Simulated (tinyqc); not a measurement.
# Thin film between two gates, subbands and threshold shift from confinement: what changes with what

Undoped body with a flat potential across it, hard walls, transport along x. One isotropic valley (g = 1, mx = my = mz = me). Non-parabolicity enters the subband edges through E (1 + al E) = gamma, so E = 2 gamma/(1 + sqrt(1 + 4 al gamma)); motion within a subband is taken as parabolic with the band-edge mass. Energies are counted from the bulk band edge.

Inputs (values chosen for the exercise); masses close to those of In0.53Ga0.47As:
```
symbol   value     unit                                                meaning
T          400        K                                            temperature
me      0.0411       m0                                  mass at the band edge
al         1.2     1/eV                                       non-parabolicity
t          8.3       nm                               film thickness (along z)
dl           0       nm  widening of the box by penetration into the insulator
Cg         2.7  uF/cm^2                 gate capacitance per area of interface
```

Constants: q = 1.602176634e-19 C, kB = 1.380649e-23 J/K, hbar = 1.054571817e-34 J s, m0 = 9.1093837015e-31 kg, Vt = kB T/q, hbar^2/(2 m0) = 0.0380998212 eV nm^2. Results are converted to the units shown.

Each table varies one quantity; the others keep the values above.

## Confinement against the film thickness

gamma = C (pi k/(t + dl))^2/mz, C = hbar^2/(2 m0). Each subband has N_k = g sqrt(mx my) m0 kB T/(pi hbar^2); without degeneracy n = exp(EF/Vt) sum N_k exp(-E_k/Vt). Classical value Nc times t, Nc = sum over valleys of 2 g (m m0 kB T/(2 pi hbar^2))^1.5 with m = (mx my mz)^(1/3). Threshold shift dVT = Vt ln(classical value/sum N_k exp(-E_k/Vt)). With degeneracy n = sum N_k F((EF - E_k)/Vt), F(x) = ln(1 + exp(x)); gate: Vg = EF + q n/(Cg P), P = 2 (both faces), summed over the 60 lowest subbands at most, with Vg counted from the value that would put EF at the bulk band edge of an empty body. The last two columns are for Vg = 0.7 V; sensitivity d(dVT)/dt by central differences between 0.99 and 1.01 times the value.

Result of one run:
```
t (nm)	E_1 (meV)	gap to the next edge (meV)	dVT (mV)	sensitivity (mV/nm)	n/P (cm^-2)	share of the lowest subband (%)
12	59.31	144.8	44.10	-6.684	4.972e12	59.68
```

What becomes of these results when the film thickness (along z) t is changed from 12 to 3 nm, all else the same?

Result of the changed run:
```
t (nm)	E_1 (meV)	gap to the next edge (meV)	dVT (mV)	sensitivity (mV/nm)	n/P (cm^-2)	share of the lowest subband (%)
3	593.7	877.1	531.2	-268.0	6.297e11	100.0
```

The whole series:
```
t (nm)	E_1 (meV)	gap to the next edge (meV)	dVT (mV)	sensitivity (mV/nm)	n/P (cm^-2)	share of the lowest subband (%)
3	593.7	877.1	531.2	-268.0	6.297e11	100.0
3.8	421.0	674.2	366.6	-156.8	1.588e12	100.0
4.8	293.6	513.3	247.3	-89.89	2.311e12	99.99
6.1	198.6	381.4	160.5	-48.95	2.892e12	97.93
7.7	133.1	279.7	103.1	-25.92	3.650e12	82.40
9.8	86.32	197.8	64.53	-12.69	4.391e12	69.04
12	59.31	144.8	44.10	-6.684	4.972e12	59.68
16	34.33	90.06	27.03	-2.671	5.793e12	47.70
20	22.28	60.91	19.33	-1.387	6.392e12	40.08
```

As t grows from 3 to 20 nm, E_1 falls from 594 to 22.3 meV and dVT falls from 531 to 19.3 mV. E_1 goes as t^(-1.45) at the thin end (-2 for a parabolic band without penetration); a thickness error of 0.2 nm moves the threshold by 54 mV in the first row and 0.28 mV in the last. The charge per interface area rises from 6.30e11 to 6.39e12 cm^-2. For t = 4.8, 6.1, 7.7, 9.8, 12, 16, 20 the charge in the last two columns would bend the potential across the body by some 30 mV or more, which is left out.

## Charge and subband filling against gate voltage

Same model as above.

Each subband has N_k = g sqrt(mx my) m0 kB T/(pi hbar^2). Cq = q dn/dEF.

Charge and subband filling against gate voltage:
```
Vg (V)	EF - E_1 (eV)	n (cm^-2)	n/P (cm^-2)	share of the lowest subband (%)	Cq/(Cg P)	total C/(Cg P)
-0.03	-0.1468	8.323e9	4.161e9	99.93	0.007114	0.007064
0.1	-0.02368	2.414e11	1.207e11	99.92	0.1707	0.1458
0.22	0.06695	1.231e12	6.157e11	99.78	0.4479	0.3093
0.34	0.1474	2.566e12	1.283e12	98.91	0.5258	0.3446
0.47	0.2293	4.185e12	2.093e12	94.08	0.6830	0.4058
0.59	0.2959	5.984e12	2.992e12	84.92	0.9081	0.4759
0.72	0.3621	8.136e12	4.068e12	76.41	1.001	0.5003
0.84	0.4216	1.017e13	5.087e12	71.16	1.028	0.5068
0.97	0.4850	1.242e13	6.209e12	67.06	1.088	0.5211
```

EF passes E_1 = 0.117 eV at Vg = 0.129 V. The share of the lowest subband falls from 99.9 to 67.1 % and the total capacitance rises from 0.00706 to 0.521 of Cg P. Between the last two rows 49 % of the added gate voltage goes into raising EF. For Vg = 0.34, 0.47, 0.59, 0.72, 0.84, 0.97 the charge would bend the potential across the body by some 30 mV or more, which is left out.

Range of the model: Non-parabolicity also makes carriers heavier within each subband, which is left out, so densities of states are understated at high energy.

Numbers from tinyqc (`OMP_NUM_THREADS=1 python tinyqc.py 2350174 2350175 out.jsonl`; about 0.04 s on one thread of a shared Intel Xeon 2.30GHz).
